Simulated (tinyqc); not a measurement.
Worked calculation: precursor delivery and alloy composition in metal-organic vapour-phase epitaxy. Computed by tinyqc, a small Python program that keeps every step. Command: `OMP_NUM_THREADS=1 python tinyqc.py 3000478 3000479 out.jsonl movpe walk`. One thread of a shared host (Intel(R) Xeon(R) Processor @ 2.30GHz), about 0.01 s of CPU time with the checks. Intermediate numbers are printed to about 7 digits and carried at full precision; extremes and crossings named in words are read from the listed rows.

Carrier gas leaves each bubbler saturated. Group-III species cross a boundary layer and react at the surface; element 2 can also desorb. The film is (1)_(1-x) (2)_x V with a zinc-blende cell.

Inputs (values chosen for the exercise, close to those used for AlGaAs from TMAl and TMGa): source 1: a in log10(p/torr) = a - b/T = 8.22; source 1: b = 2134 K; source 1: bath temperature = 19 C; source 1: carrier flow = 47 sccm; source 2: a = 8.07; source 2: b = 1703 K; source 2: bath temperature = -10 C; source 2: carrier flow = 11 sccm; bubbler pressure p_b = 600 torr; group-V hydride flow = 36 sccm; total flow = 19 slm; reactor pressure p = 200 torr; diffusivity D0 at 273.15 K and 760 torr = 0.31 cm^2/s; boundary layer delta = 0.75 cm; prefactor of the surface rate k_s = 6.9e+13 cm/s; energy of k_s = 1.94 eV; prefactor of the loss of element 2 = 8e+16 layers/s; energy of the loss = 3.57 eV; lattice constant a = 5.655 angstrom; growth temperature T = 770 C.

Constants: k_B = 1.380649e-23 J/K; k_B = 8.617333262e-05 eV/K.

## Molar flows

Temperatures in kelvin are T(C) + 273.15. Vapour pressure p_v = 10^(a - b/T); precursor flow = carrier flow x p_v/(p_b - p_v); 1 sccm = 44.615 micromol/min; V/III = hydride flow over the sum of both; gas share x_g = F2/(F1 + F2).

vapour pressures (torr): source 1 8.232526, source 2 39.66485

molar flows (micromol/min): F1 29.17164, F2 34.74014

V/III ratio = 25.13058

gas share x_g = 0.5435640

The slope of F2 with the temperature of bath 2 is b ln(10)/T^2 x p_b/(p_b - p_v) = 6.1 % per kelvin. Caution: trimethylaluminium is largely a dimer in the vapour, which would double its metal flow; it is counted as a monomer here.

## Transport to the surface

Partial pressure p_i = p F_i/(44615 x total flow in slm); density n_i = p_i/(k_B T), 1 torr = 133.322 Pa; D = D0 (T/273.15)^1.75 (760/p), h = D/delta, the same for both; k_s = prefactor x exp(-energy/(k_B T)); arrival J_i = n_i/(1/h + 1/k_s); in layers per second g_i = J_i a^2/2 (two group-III sites per a^2 on (001)).

densities (1/cm^3): n1 6.371300e+13, n2 7.587502e+13

h = 16.38660 cm/s

k_s = 29249.13 cm/s

arrival rates (layers/s): g1 1.668433, g2 1.986916

Growth is transport-limited.

## Composition and growth rate

Loss of element 2 is r x with r = prefactor x exp(-energy/(k_B T)). Then x = (g2 - r x)/(g1 + g2 - r x), or r x^2 - (g1 + g2 + r) x + g2 = 0, smaller root; growth rate G = g1/(1 - x) layers/s; one layer is a/2 thick, 1 angstrom/s = 0.36 um/h. Distribution coefficient = [x/(1 - x)]/[x_g/(1 - x_g)], x_g = g2/(g1 + g2).

loss rate r = 0.4521921 layers/s

solid share x = 0.5126571

growth rate G = 3.484811 um/h

distribution coefficient = 0.8833270

11.7 % of element 2 is lost again. Caution: the lattice constant is held fixed as x changes, delta does not respond to the flow, both precursors share one D and k_s, and gas-phase side reactions are left out.

## Three regimes over temperature

The formulas are those given above.

Growth:
```
T (C)         k_s/h  r (layers/s)          x  G (um/h)
450    2.413050e-01  1.054484e-08  0.5435640  0.549827
500    1.607370e+00  4.285933e-07  0.5435639  1.833277
550    8.445575e+00  1.110661e-05  0.5435630  2.786931
600    3.647360e+01  1.982569e-04  0.5435482  3.170823
650    1.337043e+02  2.589947e-03  0.5433700  3.370162
700    4.267984e+02  2.598171e-02  0.5417017  3.511295
750    1.210944e+03  2.080524e-01  0.5291719  3.554109
800    3.105210e+03  1.372416e+00  0.4525255  3.169485
850    7.295726e+03  7.653342e+00  0.2123688  2.280043
```

G peaks at 750 C among these rows. Between the first rows the apparent energy is 1.16 eV, against 1.94 eV for k_s, as control is already mixed; k_s passes h between 450 and 500 C, well above which G depends weakly on T until desorption sets in. Among these rows x stays within 2 % of x_g up to 700 C and then falls, to 0.21 in the last row, as element 2 desorbs. Caution: in these rows, too, a is fixed and both precursors share one D and k_s.

Checks made by the program: balance of element 2 (relative difference below 1e-10).
